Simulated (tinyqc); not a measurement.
# Rectangular fin or nanosheet with a gate all round, subbands and threshold shift from confinement: effects of single changes

Undoped body with a flat potential across it, hard walls, transport along x. Three valley pairs (g = 2 each) with the longitudinal mass along x, y or z. Non-parabolicity enters the subband edges through E (1 + al E) = gamma, so E = 2 gamma/(1 + sqrt(1 + 4 al gamma)); motion within a subband is taken as parabolic with the band-edge mass. Energies are counted from the bulk band edge.

Parameters, values chosen for the exercise; masses close to those of silicon: temperature T = 300 K; longitudinal mass ml = 0.925 m0; transverse mass mt = 0.189 m0; non-parabolicity al = 0 1/eV; width (along y) t = 8.7 nm; widening of the box by penetration into the insulator dl = 0 nm; gate capacitance per area of interface Cg = 2.4 uF/cm^2; height (along z) H = 34.8 nm.

Constants: q = 1.602176634e-19 C, kB = 1.380649e-23 J/K, hbar = 1.054571817e-34 J s, m0 = 9.1093837015e-31 kg, Vt = kB T/q, hbar^2/(2 m0) = 0.0380998212 eV nm^2. Results are converted to the units shown.

Each table varies one quantity; the others keep the values above.

## Confinement against the height

gamma = C pi^2 [a^2/(my (t + dl)^2) + b^2/(mz (H + dl)^2)], C = hbar^2/(2 m0). Each subband has N_k = g sqrt(2 mx m0 kB T/(pi hbar^2)); without degeneracy n = exp(EF/Vt) sum N_k exp(-E_k/Vt). Classical value Nc times t H, Nc = sum over valleys of 2 g (m m0 kB T/(2 pi hbar^2))^1.5 with m = (mx my mz)^(1/3). Threshold shift dVT = Vt ln(classical value/sum N_k exp(-E_k/Vt)). With degeneracy n = sum N_k F((EF - E_k)/Vt), F(x) = (1/sqrt(pi)) int_0^infinity u^(-1/2) du/(1 + exp(u - x)); gate: Vg = EF + q n/(Cg P), P = 2 (t + H), summed over the 60 lowest subbands at most, with Vg counted from the value that would put EF at the bulk band edge of an empty body. The last two columns are for Vg = 0.6 V; sensitivity d(dVT)/dH by central differences between 0.99 and 1.01 times the value.

Result of one run:

| H (nm) | E_1 (meV) | gap to the next edge (meV) | dVT (mV) | sensitivity (mV/nm) | n/P (cm^-2) | share of the lowest subband (%) |
|---|---|---|---|---|---|---|
| 22 | 9.482 | 12.33 | 21.67 | -0.2790 | 8.487e12 | 7.714 |

What becomes of these results when the height (along z) H is changed from 22 to 40 nm, all else the same?

Result of the changed run:

| H (nm) | E_1 (meV) | gap to the next edge (meV) | dVT (mV) | sensitivity (mV/nm) | n/P (cm^-2) | share of the lowest subband (%) |
|---|---|---|---|---|---|---|
| 40 | 6.614 | 3.730 | 19.05 | -0.07625 | 8.581e12 | 4.524 |

The whole series:

| H (nm) | E_1 (meV) | gap to the next edge (meV) | dVT (mV) | sensitivity (mV/nm) | n/P (cm^-2) | share of the lowest subband (%) |
|---|---|---|---|---|---|---|
| 5.2 | 41.32 | 37.63 | 53.72 | -10.53 | 7.631e12 | 27.12 |
| 7 | 34.58 | 11.39 | 39.87 | -5.255 | 7.954e12 | 19.01 |
| 9.3 | 28.37 | 2.612 | 31.80 | -2.308 | 8.148e12 | 14.59 |
| 12 | 19.19 | 9.922 | 27.37 | -1.169 | 8.281e12 | 12.54 |
| 17 | 12.26 | 15.44 | 23.54 | -0.5024 | 8.414e12 | 9.624 |
| 22 | 9.482 | 12.33 | 21.67 | -0.2790 | 8.487e12 | 7.714 |
| 30 | 7.581 | 6.632 | 20.09 | -0.1411 | 8.549e12 | 5.840 |
| 40 | 6.614 | 3.730 | 19.05 | -0.07625 | 8.581e12 | 4.524 |

As H grows from 5.2 to 40 nm, E_1 falls from 41.3 to 6.61 meV and dVT falls from 53.7 to 19.0 mV. E_1 goes as H^(-0.60) at the thin end; an error of 0.2 nm moves the threshold by 2.1 mV in the first row and 0.015 mV in the last. The charge per interface area rises from 7.63e12 to 8.58e12 cm^-2. In every row the charge in the last two columns would bend the potential across the body noticeably, which is left out.

## Charge and subband filling against gate voltage

Same model as above.

Each subband has N_k = g sqrt(2 mx m0 kB T/(pi hbar^2)). Cq = q dn/dEF.

Charge and subband filling against gate voltage:

| Vg (V) | EF - E_1 (eV) | n (cm^-1) | n/P (cm^-2) | share of the lowest subband (%) | Cq/(Cg P) | total C/(Cg P) |
|---|---|---|---|---|---|---|
| -0.14 | -0.1483 | 1.625e5 | 1.867e10 | 8.018 | 0.04818 | 0.04596 |
| -0.02 | -0.06166 | 4.515e6 | 5.190e11 | 7.741 | 1.306 | 0.5664 |
| 0.11 | -0.02589 | 1.680e7 | 1.931e12 | 7.065 | 4.552 | 0.8199 |
| 0.23 | -0.008768 | 3.020e7 | 3.472e12 | 6.466 | 7.663 | 0.8846 |
| 0.36 | 0.004028 | 4.548e7 | 5.227e12 | 5.913 | 10.76 | 0.9150 |
| 0.48 | 0.01325 | 5.991e7 | 6.887e12 | 5.483 | 13.32 | 0.9302 |
| 0.61 | 0.02161 | 7.577e7 | 8.709e12 | 5.088 | 15.79 | 0.9404 |
| 0.73 | 0.02835 | 9.053e7 | 1.041e13 | 4.776 | 17.83 | 0.9469 |
| 0.86 | 0.03491 | 1.066e8 | 1.225e13 | 4.484 | 19.79 | 0.9519 |

What does the comparison show?

EF passes E_1 = 0.00701 eV at Vg = 0.315 V. The share of the lowest subband falls from 8.02 to 4.48 % and the total capacitance rises from 0.0460 to 0.952 of Cg P. In the last row 5.0 % of an added gate voltage goes into raising EF (from the last two rows). For Vg = -0.02, 0.11, 0.23, 0.36, 0.48, 0.61, 0.73, 0.86 the charge would bend the potential across the body noticeably, which is left out.

tinyqc, about 0.2 s, one thread, Intel Xeon 2.30GHz (shared host): `OMP_NUM_THREADS=1 python tinyqc.py 2350003 2350004 out.jsonl`
